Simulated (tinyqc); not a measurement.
# Changing the width of the test line

Model: electron-beam lithography: double-Gaussian proximity function, edge placement and dose correction for parallel lines. Computed by tinyqc, a small Python program. Command: `OMP_NUM_THREADS=1 python tinyqc.py 3113286 3113287 out.jsonl proximity sweep`. One thread of a shared host (Intel(R) Xeon(R) Processor @ 2.30GHz), about 0.01 s of CPU time with the checks.

Lines are infinitely long. Absorbed energy is counted so that the middle of a very large area written at dose 1 receives 1; the resist develops where it exceeds 1/2.

Inputs (values chosen for the exercise, of the order of those for 30 keV electrons in resist on silicon):
```
quantity                              value               unit
forward range alpha                   0.027         micrometre
backscatter ratio eta                  0.86                  -
base dose D0                             88  microcoulomb/cm^2
pattern density around the test line   0.65                  -
```

Method. A test line of width w << beta in surroundings of density rho, all at dose d: near its edge E(x) = d [S + eta rho]/(1 + eta), S = [erf((b - x)/alpha) - erf((a - x)/alpha)]/2 for edges a and b, the second term being the background energy. Dose to size d_s = (1 + eta)/(erf(w/alpha) + 2 eta rho), dose = d_s D0; edge slope d [1 - exp(-w^2/alpha^2)]/(sqrt(pi) alpha (1 + eta)); width change per 1 % of dose = 2 x 0.01 x (1/2)/slope.

One run for each value:
```
width of the test line (micrometre)  dose to size d_s  width change per 1 % of dose (nm)  edge slope (1/nm)
0.011                                           1.197                              4.861           0.002057
0.018                                           1.050                              2.364           0.004231
0.029                                           0.935                              1.391           0.007190
0.046                                           0.885                              1.064           0.009395
0.075                                           0.878                              1.014           0.009862
0.120                                           0.878                              1.014           0.009866
0.200                                           0.878                              1.014           0.009866
0.320                                           0.878                              1.014           0.009866
```

What does the table show, and why?

Over the rows, dose to size d_s falls from 1.20 to 0.878, flat over part of the range; width change per 1 % of dose (nm) falls from 4.86 to 1.01, flat over part of the range; edge slope (1/nm) rises from 0.00206 to 0.00987, flat over part of the range. Forward scattering raises the dose needed once w falls below about 1.5 alpha, where erf(w/alpha) drops visibly below 1.
